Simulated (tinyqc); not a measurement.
Inside a calculation: band gaps under pressure and temperature from deformation potentials. Values are carried at full precision from step to step, so a last printed digit may differ when a step is redone from the rounded ones.

Murnaghan: V/V0 = (1 + Bp P/B0)^(-1/Bp), B0 = (C11 + 2 C12)/3. Each gap moves by a ln(V/V0) with its volume potential a, and falls with temperature by aV T^2/(T + bV) (Varshni); the two effects are added. No change of phase is considered.

Values chosen for the exercise (near those of GaAs, the X and L potentials typical of such crystals; the results hold for these values, not for the real material): C11 = 121 GPa; C12 = 57.3 GPa; Bp = 4.21 (pressure derivative of the bulk modulus); P = 0.9 GPa (pressure); Eg = 1.529 eV (gap at Gamma to the s-like level at 0 K, 0 GPa); EgX = 1.955 eV (gap to X at 0 K, 0 GPa); EgL = 1.801 eV (gap to L at 0 K, 0 GPa); aG = -8.44 eV (volume potential of the Gamma gap); aX = 2.06 eV (volume potential of the X gap); aL = -4.34 eV (volume potential of the L gap); aV = (0.523, 0.463, 0.576) meV/K (Varshni alpha of Gamma, X, L); bV = (220, 200, 194) K (Varshni beta of Gamma, X, L); T = 300 K (temperature); aT = 5.4 1e-6/K (linear thermal expansion near 300 K).

## Volume under pressure

Give B0, V/V0, ln(V/V0), the change of the lattice constant and the linear estimate -P/B0.

B0 = 78.53 GPa
V/V0 = 0.98887
ln(V/V0) = -0.01119
change of a = -0.372 %
-P/B0 = -0.01146

The stiffening under pressure makes the compression 2.3 % smaller than the linear estimate.

## Gaps at P and T

Give both shifts and the gaps.

pressure shifts (eV): Gamma 0.0945, X -0.0231, L 0.0486

temperature shifts (eV): Gamma -0.0905, X -0.0833, L -0.1049

gaps (eV): Gamma 1.5329, X 1.8486, L 1.7446

The lowest valley is Gamma (direct gap), 212 meV below L; at 0 K and 0 GPa it is Gamma.

## Pressure coefficients

Expand in P: E = E0 + c1 P + c2 P^2 with c1 = -a/B0 and c2 = a Bp/(2 B0^2).

c1 (meV/GPa): Gamma 107.47, X -26.23, L 55.26

c2 (meV/GPa^2): Gamma -2.881, X 0.703, L -1.481

Gamma and L rise under pressure and X falls, as the signs of the volume potentials say.

## Pressures at which the valleys cross

Two gaps meet at ln(V/V0) = -(E_i - E_j)/(a_i - a_j), with the gaps at T and P = 0; then P = (B0/Bp)(exp(-Bp ln(V/V0)) - 1). A dash marks expansion or a compression beyond ln(V/V0) = -0.3.

Crossings:
```
pair     E_i - E_j (eV)  ln(V/V0)  P (GPa)
Gamma-X         -0.4332   -0.0413     3.54
Gamma-L         -0.2576   -0.0628     5.65
L-X             -0.1756   -0.0274     2.28
```

The lowest valley changes at 3.54 GPa (Gamma to X).

## How much of dE/dT is thermal expansion

At 300 K: dE/dT = -aV T (T + 2 bV)/(T + bV)^2; expansion alone gives 3 aT a; the rest is electron-phonon coupling.

dE/dT (meV/K): Gamma -0.4294, X -0.3889, L -0.4872

from expansion (meV/K): Gamma -0.1367, X 0.0334, L -0.0703

remainder (meV/K): Gamma -0.2927, X -0.4223, L -0.4169

Expansion supplies 32 % of the slope at Gamma and 14 % at L; at X it works against the fall.

## Checks

- Slope of the Gamma gap at P = 0 by finite differences against c1 (meV/GPa): both 107.47.

tinyqc: `OMP_NUM_THREADS=1 python tinyqc.py 1051330 1051331 out.jsonl`; about 0.01 s, one thread, shared Intel(R) Xeon(R) Processor @ 2.30GHz.
